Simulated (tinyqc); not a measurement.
# Germanium share from the critical thickness

Inverse problem. Critical thickness (Matthews-Blakeslee, 60-degree dislocations): h = bv (1 - nu/4)[ln(h/bv) + 1]/(4 pi e_par (1 + nu)), nu = c12/(c11 + c12). e_par = b1 x. Find e_par and x.

Inputs (values chosen for the exercise): lattice mismatch per unit x b1 = 0.0418; elastic constant c11 = 168 GPa; elastic constant c12 = 64.9 GPa; Burgers vector bv = 0.384 nm.

critical thickness = 14.487723 nm

Answer. For given h the relation is explicit in the strain.

e_par = 0.7106 %
x = 0.1700

Program tinyqc, `OMP_NUM_THREADS=1 python tinyqc.py 2530017 2530018 out.jsonl`; Intel Xeon 2.30GHz, shared host, one thread, about 0.01 s.
